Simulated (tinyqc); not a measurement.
Six-band Luttinger-Kohn model with strain: sweeps and comparisons. A value that a table varies takes the place of the one given here.

Six-band Luttinger-Kohn model in the basis |3/2,3/2>, |3/2,1/2>, |3/2,-1/2>, |3/2,-3/2>, |1/2,1/2>, |1/2,-1/2>, electron energies, zero at the top of the unstrained valence band. H = -[rows: (P+Q, -S, R, 0, -S/r2, r2 R); (-S*, P-Q, 0, R, -r2 Q, r32 S); (R*, 0, P-Q, S, r32 S*, r2 Q); (0, R*, S*, P+Q, -r2 R*, -S*/r2); (-S*/r2, -r2 Q, r32 S, -r2 R, P+Dso, 0); (r2 R*, r32 S*, r2 Q, -S/r2, 0, P+Dso)], r2 = sqrt(2), r32 = sqrt(3/2). Levels are twofold.

P = c g1 k^2 - av tr(e); Q = c g2 (kx^2 + ky^2 - 2 kz^2) - (b/2)(exx + eyy - 2 ezz); R = c sqrt3 [-g2 (kx^2 - ky^2) + 2i g3 kx ky] + (sqrt3/2) b (exx - eyy) - i d exy; S = 2 c sqrt3 g3 (kx - i ky) kz - d (exz - i eyz); c = hbar^2/2m0, e the strain tensor (not engineering shear).

s11 = (C11 + C12)/((C11 - C12)(C11 + 2 C12)), s12 = -C12/((C11 - C12)(C11 + 2 C12)), s44 = 1/C44; exx = s11 sxx + s12 (syy + szz) and cyclic, exy = s44 sxy/2; tension is positive. A uniaxial stress X along the unit vector n is s_ij = X n_i n_j.

Constants: hbar^2/2m0 = 3.80998211 eV angstrom^2; kB = 8.617333262e-05 eV/K.

Values chosen for the exercise (near those of Ge; not measured data):
- Dso = 0.286 eV (spin-orbit splitting)
- g1 = 13.41 (Luttinger gamma1)
- g2 = 4.25 (gamma2)
- g3 = 5.73 (gamma3)
- av = 1.21 eV (valence hydrostatic potential)
- b = -2.61 eV (tetragonal shear potential)
- d = -5.27 eV (trigonal shear potential)
- C11 = 126.8 GPa
- C12 = 47.7 GPa
- C44 = 65.6 GPa
- load = uniaxial [111] (kind of stress)
- X1 = 1.3 GPa (size of the stress)
- T = 250 K (temperature)
- E_h = 25 meV (hole energy below the top)
- X = -0.62 GPa (stress)

## Sweep of a uniaxial [111] stress

Edges at k = 0 and curvature masses of the top pair along [110] and [001] (step 0.0002 1/angstrom); at zero stress the top is fourfold and has no single curvature.

Edges and masses:
```
X (GPa),top (eV),second (eV),third (eV),splitting (meV),m [110],m [001]
-1.50,0.0340,-0.0430,-0.3015,76.9,0.047,0.075
-1.00,0.0212,-0.0286,-0.2949,49.8,0.048,0.075
-0.50,0.0098,-0.0143,-0.2896,24.1,0.050,0.075
0.00,0.0000,0.0000,-0.2860,0.0,-,-
0.50,0.0143,-0.0079,-0.2843,22.2,0.130,0.075
1.00,0.0286,-0.0137,-0.2846,42.4,0.130,0.075
1.50,0.0430,-0.0173,-0.2871,60.3,0.130,0.075
```

The splitting reaches 76.9 meV under compression and 60.3 meV under the same tension; linear shear terms alone would make the two equal, and the difference comes from the coupling to the split-off band. At the ends of the sweep the top pair has a mass along [110] of 0.047 under compression and 0.130 under tension, so compression gives the lighter holes along [110]; along [001] it has 0.075 and 0.075. The top edge itself moves by +34 and +43 meV.

## Which stress helps holes along [110]

Each load has size X1 (biaxial: sxx = syy); masses are curvatures of the top pair at k = 0.

Results:
```
load,splitting (meV),top edge (meV),m [110],m [001]
"uniaxial [110], compression",73.7,33.3,0.036,0.145
"uniaxial [110], tension",59.9,41.3,0.307,0.050
"uniaxial [100], compression",96.6,46.6,0.061,0.139
"uniaxial [100], tension",71.5,50.0,0.089,0.057
"uniaxial [111], compression",65.9,28.7,0.047,0.075
"uniaxial [111], tension",53.4,37.2,0.130,0.075
"biaxial (001), compression",71.5,28.7,0.057,0.204
"biaxial (001), tension",96.6,67.9,0.139,0.039
```

The lightest mass along [110] (0.036) comes with uniaxial [110], compression. The largest splitting (96.6 meV) comes with uniaxial [100], compression; biaxial (001), tension. The heaviest mass along [001] (0.204), which lowers the confinement energy in a (001) channel, comes with biaxial (001), compression. The splitting per GPa follows b (s11 - s12) for loads along cube axes and d s44 for [111]: here 2 |b| (s11 - s12) = 66.0 and |d| s44/sqrt3 = 46.4 meV per GPa in the limit of large Dso; where the splitting nears Dso, mixing with the split-off band makes it depend on the sign of the load.

## Thermally averaged conductivity mass under uniaxial [111] stress

Non-degenerate holes: weights exp(E/kT) on a 16 x 16 x 16 grid of midpoints in the cube |k_i| < 0.2 1/angstrom; 1/m_c = <(dE/dk_u)^2>/(hbar^2 kT) along [110], over all six bands. With an unchanged scattering time the mobility goes as 1/m_c.

Averages:
```
X (GPa),share of the top pair,m_c (m0),gain m_c(0)/m_c
-1.50,0.994,0.106,2.247
-0.50,0.971,0.183,1.298
0.00,0.966,0.238,1.000
0.50,0.972,0.274,0.868
1.50,0.990,0.293,0.811
```

The largest gain from mass alone is 2.25 at X = -1.50 GPa, where the top pair holds 99 % of the holes (97 % without stress); the opposite end of the sweep gives 0.81; the grid is good to about 0.02 in these ratios. The average reaches energies of a few kT, beyond the range of the edge curvature, and changes of scattering are left out.

## Warping of the constant-energy contours (six-band Luttinger-Kohn model)

No strain (e = 0). In the plane kz = 0, |k| where the top and second pairs lie E_h below the top, against the angle from [100]; m = c k^2/E_h.

Contours:
```
angle (degrees),k top (1/angstrom),k second (1/angstrom),m top (m0),m second (m0)
0,0.0366,0.0176,0.204,0.047
9,0.0375,0.0175,0.214,0.046
18,0.0404,0.0172,0.248,0.045
27,0.0449,0.0170,0.307,0.044
36,0.0502,0.0168,0.383,0.043
45,0.0529,0.0168,0.426,0.043
```

The heavy contour reaches 1.446 times as far along [110] as along [100], the light one 0.955 times. The warping follows g3 - g2 = 1.48 and would vanish for g2 = g3. Along [100] the heavy mass is 1/(g1 - 2 g2) = 0.204 at any energy, while the light one is 0.0470, against 1/(g1 + 2 g2) = 0.0456 at the edge, for E_h/Dso = 0.09.

## What each parameter does

Edges at k = 0 under a uniaxial [111] stress X and the curvature mass of the top pair along [110] (step 0.0002 1/angstrom). Each row changes one parameter from the base and keeps the others.

Results:
```
case,top (eV),second (eV),third (eV),mass (m0)
base,0.0124,-0.0178,-0.2907,0.050
g2 = 3.4,0.0124,-0.0178,-0.2907,0.050
C44 = 52.48 GPa,0.0167,-0.0213,-0.2915,0.049
b = -3.132 eV,0.0124,-0.0178,-0.2907,0.050
g3 = 4.584,0.0124,-0.0178,-0.2907,0.053
Dso = 0.343 eV,0.0122,-0.0178,-0.3475,0.050
av = 1.452 eV,0.0117,-0.0184,-0.2914,0.050
g1 = 10.728,0.0124,-0.0178,-0.2907,0.057
```

The largest shifts from the base row, up to three for each result and ties (the steps differ in size, so this ranks the rows, not the parameters). top (eV): C44 +0.0043, av -0.0007, Dso -0.0002; unchanged at the printed digits by g2, b, g3 and g1. second (eV): C44 -0.0036, av -0.0007; unchanged at the printed digits by g2, b, g3, Dso and g1. third (eV): Dso -0.0568, C44 -0.0007, av -0.0007; unchanged at the printed digits by g2, b, g3 and g1. mass (m0): g1 +0.008, g3 +0.004, C44 -0.001; unchanged at the printed digits by g2, b, Dso and av. The Luttinger parameters multiply k^2 and cannot move the edges; av shifts all edges alike and leaves the mass.

Computed by tinyqc, a small Python program: `OMP_NUM_THREADS=1 python tinyqc.py 1050053 1050054 out.jsonl` (the numbers bound the seed that draws the inputs); one thread of a shared host (Intel(R) Xeon(R) Processor @ 2.30GHz), about 0.2 s for the whole set of steps.
